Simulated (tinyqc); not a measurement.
Minimum-mode following (dimer method) and harmonic rate on a two-dimensional model surface: one step, computed by the program tinyqc. Command: `OMP_NUM_THREADS=1 python tinyqc.py 3007574 3007575 out.jsonl dimer walk`. One thread of a shared host (Intel(R) Xeon(R) Processor @ 2.30GHz), about 0.01 s of CPU time with the checks.

V(x, y) = h u^2 + t x + (kappa/2)(y + c u)^2 with u = x^2/w^2 - 1; the path runs from the minimum near (-w, 0) to that near (w, 0).

Task: Stationary points. Newton steps x(new) = x - H^-1 grad V (moves limited to 0.3 angstrom) from (-w, 0), (w, 0) and (0, c) give the two minima and the saddle.

Inputs (values chosen for the exercise, for a model surface):

| quantity | value | unit |
|---|---|---|
| height h | 0.8 | eV |
| half width w | 1.4 | angstrom |
| transverse stiffness kappa | 4.1 | eV/angstrom^2 |
| curvature c | 0.51 | angstrom |
| tilt t | 0.11 | eV/angstrom |

Surface: curved double well.

Give: positions; energies; barrier from the start.

Result:

positions (angstrom):
```
              x        y
start   -1.4325  -0.0240
end      1.3650   0.0252
saddle   0.0675   0.5088
```

energies (eV): start -0.15581, end 0.15210, saddle 0.80371

barrier from the start = 0.95952 eV
